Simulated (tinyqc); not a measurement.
Self-heating of a transistor with one or more fingers, with temperature-dependent conductivity: one step, computed by the program tinyqc. Command: `OMP_NUM_THREADS=1 python tinyqc.py 3000980 3000981 out.jsonl selfheat walk`. One thread of a shared host (Intel(R) Xeon(R) Processor @ 2.30GHz), about 0.06 s of CPU time with the checks.

N long parallel fingers lie on the top face of a slab whose bottom is held at T_0; the top is otherwise insulated, and heat flows in two dimensions. P in W/mm is 1000 P in W/m.

Task: Correction for the falling conductivity. Kirchhoff transformation for kappa = kappa_0 (T/T_0)^-m: T = T_0 [1 - (m - 1) theta/T_0]^(-1/(m - 1)), where theta is the linear rise. The bracket vanishes at the power P T_0/((m - 1) theta).

Inputs (values chosen for the exercise, modelled on gallium arsenide): exponent m in kappa ~ T^-m = 1.32; base temperature T_0 = 298 K; power per gate width P = 0.82 W/mm.

Power: fixed power.

largest theta = 55.49750 K

Give: peak temperature; true rise; true rise / linear rise; power at which the formula diverges.

Result:

peak temperature = 361.08 K

true rise = 63.083 K

true rise / linear rise = 1.1367

power at which the formula diverges = 13.760 W/mm

The falling conductivity adds 13.7 % to the rise.
